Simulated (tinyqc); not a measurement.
Equilibrium crystal shape, supported particles, Gibbs-Thomson effect and coarsening: one step, computed by the program tinyqc.

A cubic crystal bounded by {100}, {110} and {111} facets only.

Problem. The Wulff shape. Wulff construction: the facet planes lie at distances lambda gamma from the centre, and the shape is the region inside all of them; V = (1/3) sum of area x distance. gamma_mean = sum A gamma / sum A; shape factor eta = A/V^(2/3) (4.836 for a sphere). lambda follows from V = N Omega.

Inputs (values chosen for the exercise, for a model cubic crystal): atoms in the particle N = 34000.

gamma (J/m^2): (100) 1.13, (110) 1.18, (111) 0.94

Omega = 16.61 angstrom^3

Constants: e = 1.602176634e-19 C.

Give: area fractions; gamma_mean; shape factor eta; distances of the planes from the centre; surface energy per atom.

Solution.

area fractions: {100} 0.1840, {110} 0.0000, {111} 0.8160

gamma_mean = 0.9750 J/m^2

shape factor eta = 5.351

distances of the planes from the centre (nm): {100} 5.371, {110} 5.608, {111} 4.468

surface energy per atom = 0.06544 eV

Present: {100}, {111}. {110} is absent: it appears only for gamma(110) below 1.151 J/m^2, the lower of sqrt(2) gamma(100) and sqrt(3/2) gamma(111).
